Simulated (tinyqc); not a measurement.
Inside a calculation. Method: extended Hueckel theory, for BeH2+. The parameters take no account of the charge, which enters only through the electron count. One step of it, computed by the program tinyqc.

Task: Orbitals. Solve H C = S C e through S^(-1/2); fill by pairs from the bottom, a degenerate level sharing its electrons equally; each orbital has its largest coefficient positive (the first on a tie).

H (eV), lower triangle:
```
             1Be 2s    1Be 2px    1Be 2py    1Be 2pz       2H 1s       3H 1s
1Be 2s   -10.000000
1Be 2px    0.000000  -6.000000
1Be 2py    0.000000   0.000000  -6.000000
1Be 2pz    0.000000   0.000000   0.000000  -6.000000
2H 1s     -7.925019   0.000000  -7.917775  -0.391795  -13.600000
3H 1s     -7.925019   0.000000   7.917775  -0.391795   -0.590154  -13.600000
```

overlap S, lower triangle:
```
           1Be 2s   1Be 2px    1Be 2py   1Be 2pz     2H 1s     3H 1s
1Be 2s   1.000000
1Be 2px  0.000000  1.000000
1Be 2py  0.000000  0.000000   1.000000
1Be 2pz  0.000000  0.000000   0.000000  1.000000
2H 1s    0.447741  0.000000   0.538624  0.026653  1.000000
3H 1s    0.447741  0.000000  -0.538624  0.026653  0.028929  1.000000
```

valence electrons = 3

Give: orbital energies; occupations; coefficients; sum of one-electron energies.

Result:

orbital energies (eV): -14.6031  -13.5101  -6.0186  -6.0000  -1.7191  8.9623

occupations: 2.0000  1.0000  0.0000  0.0000  0.0000  0.0000

coefficients:
```
            MO1      MO2      MO3     MO4      MO5      MO6
1Be 2s   0.3220   0.0000  -0.1052  0.0000   1.2350   0.0000
1Be 2px  0.0000   0.0000   0.0000  1.0000   0.0000   0.0000
1Be 2py  0.0000   0.1116   0.0000  0.0000   0.0000   1.5723
1Be 2pz  0.0003   0.0000   0.9944  0.0000   0.1155   0.0000
2H 1s    0.5345   0.6539   0.0401  0.0000  -0.7146  -0.9229
3H 1s    0.5345  -0.6539   0.0401  0.0000  -0.7146   0.9229
```

sum of one-electron energies = -42.7163 eV
